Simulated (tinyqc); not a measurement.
Elastic strain and critical thickness of a cubic alloy layer A(1-x)B(x) on a thick substrate: one step, computed by the program tinyqc.

Strain is positive in tension. The layer is coherent with the substrate unless said otherwise.

Problem. Isotropic constants and the prefactor A. Voigt averages: G = (C11 - C12 + 3 C44)/5, B = (C11 + 2 C12)/3, nu = (3 B - 2 G)/(2 (3 B + G)); b = a/sqrt(2). The 60-degree dislocation has cos alpha = 1/2, and cos lambda = sqrt(3)/6 on (111), for glide on an inclined {111} plane. Matthews-Blakeslee: h_c = A [ln(h_c/b) + 1], A = b (1 - nu cos^2 alpha)/(8 pi |f| (1 + nu) cos lambda), the factor 8 pi being that of an uncapped layer.

Growth plane: (111). Layer: uncapped. Misfit dislocation: 60-degree.

elastic constants (GPa): C11 105.2900, C12 51.0244, C44 51.4830

free lattice constant a = 5.80285 angstrom

misfit f = -0.02582352

Give: shear modulus G; Poisson ratio nu; Burgers vector b; prefactor A.

Solution.

shear modulus G = 41.74292 GPa

Poisson ratio nu = 0.2486

Burgers vector b = 0.4103 nm

prefactor A = 1.645 nm
